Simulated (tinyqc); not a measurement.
Ferroelectric hysteresis, discrete Preisach model: one step of the calculation.

16 bistable elements (j, k) switch to +1 when V reaches u_j and to -1 when V falls to -u_k, and keep their state between. P = Ps sum w_jk s_jk. All elements start at -1. No time dependence and no dielectric part.

Question. Weights. w_jk is proportional to exp[-(a_j^2 + a_k^2 - 2 cr a_j a_k)/(2 (1 - cr^2))], a_j = (u_j - Vc)/sg, and the weights sum to one.

Inputs (values chosen for the exercise): mean coercive voltage Vc = 1.2 V; spread of the switching voltages sg = 0.42 V; list of the u_j up = [0.3, 0.9, 1.5, 2.1] V; correlation of up and down voltages cr = 0.

Find: w.

Answer.

w:
```
       d=-0.3  d=-0.9  d=-1.5  d=-2.1
u=0.3  0.0033  0.0254  0.0254  0.0033
u=0.9  0.0254  0.1958  0.1958  0.0254
u=1.5  0.0254  0.1958  0.1958  0.0254
u=2.1  0.0033  0.0254  0.0254  0.0033
```

tinyqc, about 0.01 s, one thread, Intel Xeon 2.30GHz (shared host): `OMP_NUM_THREADS=1 python tinyqc.py 2860013 2860014 out.jsonl`
